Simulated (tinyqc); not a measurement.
Diamond against structures with more neighbours: Stillinger-Weber potential for a tetrahedral semiconductor. Computed by tinyqc, a small Python program. Command: `OMP_NUM_THREADS=1 python tinyqc.py 3000475 3000476 out.jsonl swsi walk`. One thread of a shared host (Intel(R) Xeon(R) Processor @ 2.30GHz), about 0.03 s of CPU time with the checks.

With x = r/sigma: pair term eps A (B x^-4 - 1) exp(1/(x - a)); for each pair of neighbours j, k of atom i, three-body term eps lambda exp(gamma/(x_ij - a) + gamma/(x_ik - a)) (cos theta_jik + 1/3)^2; both vanish beyond x = a. A = 7.049556277, B = 0.6022245584, a = 1.8.

Inputs (values chosen for the exercise, modelled on silicon):
```
quantity                    value      unit
energy scale eps             2.19        eV
length scale sigma          2.113  angstrom
three-body strength lambda   22.9         -
gamma                         1.2         -
```

Method. Each structure is relaxed in its neighbour distance d (lowest minimum for d between sigma and 1.7 sigma), with all neighbours inside the cut-off, second shells too where they fall inside.

Energies per atom (eV):
```
structure     first neighbours  d (angstrom)     pair  three-body    total  volume (angstrom^3)
diamond                      4        2.3718  -4.3800      0.0000  -4.3800               20.541
simple cubic                 6        2.6533  -5.5893      1.6264  -3.9628               18.680
bcc                          8        2.8508  -6.1664      2.2708  -3.8956               17.836
fcc                         12        2.9750  -6.1206      2.3487  -3.7719               18.618
```

What does the comparison show, and why?

The order is diamond < simple cubic < bcc < fcc, the lowest two 0.417 eV apart. Against diamond the pair energy changes by -1.21 (simple cubic), -1.79 (bcc), -1.74 (fcc) eV, while angles away from 109.47 degrees cost 1.63, 2.27, 2.35 eV; the bonds stretch to 2.97 angstrom in fcc to weaken that penalty.

Extremes, crossings and ranges named in words are read from the listed rows.
